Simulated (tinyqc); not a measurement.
Liquidus of a compound AB in a simple-solution melt, liquid-phase epitaxy and vapour pressures: one step, computed by the program tinyqc. Command: `OMP_NUM_THREADS=1 python tinyqc.py 3029486 3029487 out.jsonl liq35 walk`. One thread of a shared host (Intel(R) Xeon(R) Processor @ 2.30GHz), about 0.05 s of CPU time with the checks.

x is the atom fraction of B in the melt. The melt is a simple solution: R T ln gamma_B = W (1 - x)^2, R T ln gamma_A = W x^2, W = a + b T. The solid AB is stoichiometric.

Problem. Vapour pressures and congruent evaporation. Liquidus (Vieland): f(x) = R T ln[4 x (1 - x)] + 2 W (1/2 - x)^2 + S_F (T_F - T) = 0. Over the A-rich liquidus: p_A = gamma_A (1 - x) exp(S_A/R - H_A/(R T)), p_B2 = [gamma_B x exp(S_B/R - H_B/(R T))]^2, in bar. Free evaporation is congruent while the A flux over this liquidus is at least the B flux; with A and B2 taken as equal in mass for the estimate, T_c solves p_A = 2 p_B2.

Inputs (values chosen for the exercise, modelled on InAs for the melt):
```
quantity                                 value       unit
melting point T_F                         1215          K
entropy of fusion S_F                     60.5  J/(mol K)
interaction a                             16.8     kJ/mol
interaction slope b                      -41.5  J/(mol K)
saturation temperature T                   976          K
heat of evaporation of A                   270     kJ/mol
entropy of evaporation of A                102  J/(mol K)
heat of evaporation of B as (1/2) B2       108     kJ/mol
entropy of evaporation of B as (1/2) B2   69.7  J/(mol K)
```

Constants: R = 8.314462618 J/(mol K).

Give: log10 p_A; log10 p_B2; congruent temperature T_c.

Solution.

log10 p_A = -9.191

log10 p_B2 = -8.161

congruent temperature T_c = 763.1 K

T is above T_c: in vacuum B leaves faster and droplets of A form unless a B flux is supplied.
